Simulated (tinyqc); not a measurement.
# Inputs raised by 2 %, one at a time

Model: two coupled magnetic layers: synthetic antiferromagnet, spin flop, exchange bias and magnetoresistance. Computed by tinyqc, a small Python program. Command: `OMP_NUM_THREADS=1 python tinyqc.py 3028616 3028617 out.jsonl saf sens`. One thread of a shared host (Intel(R) Xeon(R) Processor @ 2.30GHz), about 1 s of CPU time with the checks.

Moments lie in the plane at the angles p1, p2 from the field. Energy per area: E = J1 cos(p1 - p2) + J2 cos^2(p1 - p2) - B M_s (t1 cos p1 + t2 cos p2) + K (t1 cos^2 p1 + t2 cos^2 p2).

Inputs (values chosen for the exercise, for a model stack):
```
quantity,value,unit
saturation magnetisation M_s,1100,kA/m
thickness t1,1.8,nm
thickness t2,1.1,nm
antiferromagnetic coupling J1,0.097,mJ/m^2
biquadratic coupling J2,0,mJ/m^2
in-plane anisotropy K,2.1,kJ/m^3
field over the saturation field,0.85,-
```

Field direction: along the hard axis.

Method. The parallel state is stable while the Hessian at p1 = p2 = 0 is positive: with c = J1 + 2 J2 and u = B M_s - 2K, (u t1 - c)(u t2 - c) > c^2, so B_sat M_s = c (1/t1 + 1/t2) + 2K. B_K = 2K/M_s. The lowest minimum of E over both angles (from five starts; of two mirror images the one with p1 >= 0, and for equal layers |p1| <= |p2|).

Runs:
```
input moved,from,to,saturation field B_sat (mT),m/m_sat along B,energy (mJ/m^2)
base run,-,-,133.0,0.8513,-0.2622
saturation magnetisation M_s (kA/m),1100,1122,130.4,0.8513,-0.2622
thickness t1 (nm),1.8,1.836,132.0,0.8515,-0.2640
thickness t2 (nm),1.1,1.122,131.4,0.8513,-0.2606
antiferromagnetic coupling J1 (mJ/m^2),0.097,0.09894,135.6,0.8513,-0.2674
in-plane anisotropy K (kJ/m^3),2.1,2.142,133.0,0.8514,-0.2623
field over the saturation field,0.85,0.867,133.0,0.8682,-0.2684
```

Exponents ln(y'/y) / ln(x'/x):
```
input,saturation field B_sat,m/m_sat along B,energy
saturation magnetisation M_s,-1.000,0.000,0.000
thickness t1,-0.366,0.007,0.342
thickness t2,-0.600,-0.005,-0.314
antiferromagnetic coupling J1,0.972,-0.001,0.984
in-plane anisotropy K,0.029,0.002,0.017
field over the saturation field,0.000,0.988,1.180
```

Among the inputs moved here: saturation field B_sat answers most in size to saturation magnetisation M_s (exponent -1.000), next to antiferromagnetic coupling J1 (+0.972); its exponent is below 0.0005 for field over the saturation field. Its exponent -1.000 in saturation magnetisation M_s: energy per area over moment per area. Its exponent +0.972 in antiferromagnetic coupling J1: coupling rules over anisotropy. m/m_sat along B answers most in size to field over the saturation field (exponent +0.988), next to thickness t1 (+0.007); its exponent is below 0.0005 for saturation magnetisation M_s. Energy answers most in size to field over the saturation field (exponent +1.180), next to antiferromagnetic coupling J1 (+0.984); its exponent is below 0.0005 for saturation magnetisation M_s.

Extremes, crossings and ranges named in words are read from the listed rows.
